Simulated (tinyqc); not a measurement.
CCD on RHF in the sto-3g basis, for H6, spin multiplicity 1, step by step. One step of it, computed by the program tinyqc.

Question. Iteration 6 (converged): orbitals. Diagonalise F' = X^T F X, C = X C', fill 3 alpha and 3 beta electrons from the bottom; D = 2 C_occ C_occ^T. Each column has its largest component positive (the first on a tie).

converged F (hartree), lower triangle:
```
           1H 1s      2H 1s      3H 1s      4H 1s      5H 1s      6H 1s
1H 1s  -0.306253
2H 1s  -0.545525  -0.417545
3H 1s  -0.198848  -0.439798  -0.428291
4H 1s  -0.030332  -0.198935  -0.561296  -0.428291
5H 1s  -0.002315  -0.039923  -0.198935  -0.439798  -0.417545
6H 1s  -0.008051  -0.002315  -0.030332  -0.198848  -0.545525  -0.306253
```

X, lower triangle:
```
           1H 1s      2H 1s      3H 1s      4H 1s      5H 1s     6H 1s
1H 1s   1.185009
2H 1s  -0.422425   1.358896
3H 1s   0.080076  -0.415060   1.375147
4H 1s  -0.017300   0.088654  -0.473760   1.375147
5H 1s   0.003769  -0.015249   0.088654  -0.415060   1.358896
6H 1s  -0.000998   0.003769  -0.017300   0.080076  -0.422425  1.185009
```

Give: F' = X^T F X; orbital energies; coefficients C; D after iteration 6.

Answer.

F' = X^T F X (hartree), lower triangle:
```
        1       2       3       4       5      6
1   0.031
2  -0.588   0.146
3   0.089  -0.471   0.158
4   0.003   0.100  -0.639   0.158
5   0.007  -0.018   0.100  -0.471   0.146
6  -0.013   0.007   0.003   0.089  -0.588  0.031
```

orbital energies (hartree): MO1 -0.721, MO2 -0.580, MO3 -0.366, MO4 0.318, MO5 0.750, MO6 1.266

coefficients C:
```
         MO1     MO2     MO3     MO4     MO5     MO6
1H 1s  0.160   0.346   0.452   0.655  -0.749   0.500
2H 1s  0.263   0.409   0.281  -0.384   0.946  -0.920
3H 1s  0.359   0.125  -0.443  -0.600  -0.369   1.211
4H 1s  0.359  -0.125  -0.443   0.600  -0.369  -1.211
5H 1s  0.263  -0.409   0.281   0.384   0.946   0.920
6H 1s  0.160  -0.346   0.452  -0.655  -0.749  -0.500
```

D after iteration 6, lower triangle:
```
        1H 1s   2H 1s   3H 1s   4H 1s  5H 1s  6H 1s
1H 1s   0.699
2H 1s   0.621   0.631
3H 1s  -0.199   0.042   0.682
4H 1s  -0.372  -0.163   0.619   0.682
5H 1s   0.055  -0.039  -0.163   0.042  0.631
6H 1s   0.221   0.055  -0.372  -0.199  0.621  0.699
```
